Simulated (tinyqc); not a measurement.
Mass anisotropy: shallow donor in an anisotropic valley (effective-mass theory).

One valley: H = -c [(d2/dx2 + d2/dy2)/mt + (d2/dz2)/ml] - q/(eps r), c = hbar^2/2m0, q = e^2/(4 pi eps0). Trial function exp(-sqrt((x^2 + y^2)/a^2 + z^2/b^2)) with a > b: T = (c/3)(2/(mt a^2) + 1/(ml b^2)), V = -(q/eps) atan(u/b)/u, u = sqrt(a^2 - b^2). The central cell of the impurity is left out.

Constants: hbar^2/2m0 = 3.80998211 eV angstrom^2; e^2/(4 pi eps0) = 14.39964547 eV angstrom; Ry = 13.60569312 eV; a0 (Bohr radius) = 0.5291772105 angstrom.

Inputs chosen for the exercise (out of a larger set: near those of AlAs; not measured data): mt = 0.197 m0 (transverse mass); eps = 9.8 (dielectric constant); xs = (1.4, 2, 3.8, 5.4, 13, 24, 44, 290) (ratios ml/mt).

mt and eps fixed, ml varied. Energies in units of Ry*(mt) = Ry mt/eps^2 and lengths in a*(mt) = a0 eps/mt; the last two columns use one mass, 3/(1/ml + 2/mt) or (ml mt^2)^(1/3).

Results:
```
ml/mt,a/a*,b/a,binding,conductivity mass,density-of-states mass
1.40,0.932,0.887,1.115,1.105,1.119
2.00,0.870,0.782,1.241,1.200,1.260
3.80,0.777,0.624,1.477,1.326,1.560
5.40,0.735,0.552,1.609,1.373,1.754
13.0,0.652,0.407,1.935,1.444,2.351
24.0,0.607,0.330,2.153,1.469,2.884
44.0,0.572,0.268,2.356,1.483,3.530
290,0.502,0.141,2.877,1.497,6.619
```

The binding grows from 1.11 to 2.88 Ry*(mt); for ml going to infinity the exact problem becomes two-dimensional, with 4 Ry*. The conductivity mass saturates at 1.5 and underbinds, by 15 % at ml/mt = 5.4; the density-of-states mass errs by +9 % there and by +130 % in the last row. With these mt and eps one unit is 27.91 meV.

Program tinyqc; command `OMP_NUM_THREADS=1 python tinyqc.py 1282323 1282324 out.jsonl`; about 0.01 s on one thread of a shared Intel(R) Xeon(R) Processor @ 2.30GHz.
